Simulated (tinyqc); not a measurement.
Three-band tight binding of a dichalcogenide monolayer, step by step. Values are carried at full precision from step to step, so a last printed digit may differ when a step is redone from the rounded ones.

Basis dz2, dxy, dx2-y2 on a triangular lattice, nearest neighbours; alpha = kx a/2, beta = sqrt3 ky a/2. h0 = e1 + 2 t0 (cos 2alpha + 2 cos alpha cos beta); h1 = -2 sqrt3 t2 sin alpha sin beta + 2i t1 (sin 2alpha + sin alpha cos beta); h2 = 2 t2 (cos 2alpha - cos alpha cos beta) + 2i sqrt3 t1 cos alpha sin beta; h11 = e2 + 2 t11 cos 2alpha + (t11 + 3 t22) cos alpha cos beta; h22 = e2 + 2 t22 cos 2alpha + (3 t11 + t22) cos alpha cos beta; h12 = sqrt3 (t22 - t11) sin alpha sin beta + 4i t12 sin alpha (cos alpha - cos beta) + i lam sz. H = [[h0, h1, h2], [., h11, h12], [., ., h22]], Hermitian; the lowest band of each spin is filled. K = (4 pi/3a, 0), M = (pi/a, pi/(sqrt3 a)).

Inputs chosen for the exercise (near a published set for monolayer WS2; not measured data): a = 3.197 angstrom (lattice constant); e1 = 1.127 eV (level of dz2); e2 = 2.287 eV (level of dxy and dx2-y2); t0 = -0.21 eV (hopping); t1 = 0.568 eV (hopping); t2 = 0.547 eV (hopping); t11 = 0.287 eV (hopping); t12 = 0.377 eV (hopping); t22 = -0.062 eV (hopping); lam = 0.21 eV (spin-orbit constant); sz = -1 (spin); k = (0.66, 0.21) 1/angstrom (wave vector).

## H at one k

Form alpha, beta and the matrix.

alpha, beta (rad): [1.05501, 0.58142]

H (eV), rows z2, xy, x2-y2 and columns alike:
```
[[0.9964, -0.9053+1.8006i, -1.0127+0.5330i],
 [-0.9053-1.8006i, 2.0339, -0.2888-0.6592i],
 [-1.0127-0.5330i, -0.2888+0.6592i, 2.6800]]
```

## Levels and weights

Diagonalise H.

levels (eV): [-1.0273, 2.9581, 3.7796]

weights, rows z2, xy, x2-y2; columns band 1, band 2, band 3:
```
[[0.565, 0.080, 0.355],
 [0.323, 0.233, 0.443],
 [0.111, 0.687, 0.202]]
```

## Closed forms at K and Gamma

Three-band model of dz2 (level e1) and dxy, dx2-y2 (level e2), spin sz = +/-1; t1 and t2 drop out at these points. At K: e2 - (3/2)(t11 + t22) - 3 sqrt3 t12 + lam sz (valence), e1 - 3 t0 (conduction), e2 - (3/2)(t11 + t22) + 3 sqrt3 t12 - lam sz. At Gamma: e1 + 6 t0 (valence) and e2 + 3 (t11 + t22) -/+ lam.

Levels (eV):
```
point          band 1  band 2  band 3
K, spin up     0.2006  1.7570  3.6984
K, spin down  -0.2194  1.7570  4.1184
Gamma         -0.1330  2.7520  3.1720
```

smallest direct gap at K = 1.5564 eV
Ev(K) - Ev(Gamma) = 0.3336 eV

Of the two points, the valence band is higher at K, by 334 meV. The dz2 conduction state at K has no atomic orbital angular momentum (Lz = 0) and is not split at this order.

## Bands for both spins

The two lowest bands at the points named.

Levels (eV):
```
k           v, up   c, up  v, down  c, down
G         -0.1330  2.7520  -0.1330   2.7520
G-K 0.25  -0.5865  2.8204  -0.6277   2.9615
G-K 0.5   -0.9204  2.9571  -1.0718   3.2533
G-K 0.6   -0.8445  3.0972  -1.0421   3.2277
G-K 0.75  -0.4916  2.7248  -0.7626   2.6081
G-K 0.9    0.0230  1.9833  -0.3481   1.9389
K          0.2006  1.7570  -0.2194   1.7570
K-M 0.5   -0.3817  2.5257  -0.6269   2.4046
M         -0.7410  2.7432  -0.7410   2.7432
M-G 0.5   -0.9351  2.8352  -0.9351   2.8352
```

The spins are degenerate from M to Gamma, since a vertical mirror plane holds this line and flips sz, and the valence splitting is largest at K (420 meV). The lowest conduction level listed is at K. With nearest neighbours alone the model is made for the neighbourhood of K.

## Checks

- Closed forms at K against the matrix: they agree to 1e-10 or better.

tinyqc: `OMP_NUM_THREADS=1 python tinyqc.py 1451420 1451421 out.jsonl`; about 0.01 s, one thread, shared Intel(R) Xeon(R) Processor @ 2.30GHz.
